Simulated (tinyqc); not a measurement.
Inside a calculation. Method: Hubbard chain of 4 sites. One step of it, computed by the program tinyqc.

Question. Mean-field iteration 2. H(up) = T + U n(down), H(down) = T + U n(up); fill the lowest levels; n(new) = n + mixing (n(out) - n); E = tr T (rho up + rho down) + U sum n_up n_down of the output.

one-body matrix (hopping and site energies) (eV), lower triangle:
```
,1,2,3,4
1,0.760000
2,-0.900000,-0.660000
3,0.000000,-0.900000,-0.650000
4,0.000000,0.000000,-0.900000,0.690000
```

U = 2.600000 eV

electrons, up and down: 2  1

mixing = 1

n(up) after iteration 1: 1 0.283827, 2 0.725359, 3 0.789925, 4 0.200888

n(down) after iteration 1: 1 0.053329, 2 0.503390, 3 0.390007, 4 0.053274

Give: levels, up; levels, down; energy; n(up) after iteration 2; n(down) after iteration 2.

Answer.

levels, up (eV): -0.8729  0.2021  1.3262  2.0847

levels, down (eV): -0.1346  0.7736  1.9141  2.7869

energy = -2.4617 eV

n(up) after iteration 2: 1 0.4468, 2 0.5450, 3 0.5963, 4 0.4119

n(down) after iteration 2: 1 0.1152, 2 0.3790, 3 0.3497, 4 0.1561
